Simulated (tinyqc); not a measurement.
# Resistance of a source-drain extension with a graded tip: abruptness at a fixed junction position

y runs along the channel, the gate covers y > 0. The doping is N0 for y < y0 and N0 10^(-(y - y0)/la) beyond, uniform over the depth xj. Sheet conductance s(y) = q mu(N) max(N - Nch, 0) xj + (for y > 0) ma Cox Vo, with mu(N) = u0 + (u1 - u0)/(1 + (N/Nr)^au) and Cox = eps0 eox/tox. Current is taken as one-dimensional; depletion of the tip, spreading and the contact are left out. The metallurgical junction lies at yj, where N = Nch.

R_spacer = integral of dy/s from -Ls to 0, R_ov from 0 to yj, R_channel = (Lg - 2 yj)/(ma Cox Vo), R_total = 2 R_spacer + 2 R_ov + R_channel. Electrical length L_eff = ma Cox dR_total/d(1/Vo); R_series = R_total - L_eff/(ma Cox Vo). y0 is moved with la so that yj stays at 11.497 nm.

Parameters, values chosen for the exercise; mobility law close to that of electrons in silicon: relative permittivity of the gate insulator (close to silicon dioxide) eox = 3.9; insulator thickness tox = 1.4 nm; active doping of the extension far from the gate N0 = 6.1e19 cm^-3; depth of the extension xj = 18 nm; channel doping Nch = 1.3e18 cm^-3; spacer length Ls = 19 nm; gate overdrive Vo = 0.46 V; mobility of the gate-induced layer ma = 94 cm^2/(V s); mobility at low doping u1 = 1414 cm^2/(V s); mobility at high doping u0 = 68.5 cm^2/(V s); reference doping Nr = 9.2e16 cm^-3; exponent au = 0.711; gate length Lg = 40 nm.

Constants: q = 1.602176634e-19 C, eps0 = 8.8541878128e-14 F/cm where lengths are in cm. Results are converted to the units shown.

The same in every row: yj (nm) = 11.50; R_channel (ohm um) = 159.5.

Result of one run:
```
R_spacer (ohm um)  R_ov (ohm um)  R_total (ohm um)  L_eff (nm)  R_series (ohm um)
14.53                      46.00             280.5       22.41              70.37
```

Which lateral abruptness la gave this result: 1, 2.3, 7.4, 8.7 or 10 nm/decade?

la = 8.7 nm/decade.

The whole series:
```
la (nm/decade)  R_spacer (ohm um)  R_ov (ohm um)  R_total (ohm um)  L_eff (nm)  R_series (ohm um)
1                           13.52          12.11             210.7       17.73              44.45
2.3                         13.52          17.97             222.4       18.53              48.72
3.6                         13.52          23.84             234.2       19.32              52.98
4.9                         13.52          29.70             245.9       20.12              57.25
6.1                         13.52          35.11             256.7       20.85              61.19
7.4                         13.60          40.90             268.5       21.65              65.50
8.7                         14.53          46.00             280.5       22.41              70.37
10                          16.45          50.35             293.1       23.13              76.14
```

As la goes from 1 to 10 nm/decade, R_total rises from 211 to 293 ohm um, R_spacer rises from 13.5 to 16.4 ohm um and R_ov rises from 12.1 to 50.4 ohm um. R_total changes on average by 9.15 ohm um for each nm/decade. L_eff exceeds the metallurgical length by 0.726 nm in the first row and 6.13 nm in the last, since the gate also controls the lightly doped tips.

Numbers from tinyqc (`OMP_NUM_THREADS=1 python tinyqc.py 2282030 2282031 out.jsonl`; about 0.05 s on one thread of a shared Intel Xeon 2.30GHz).
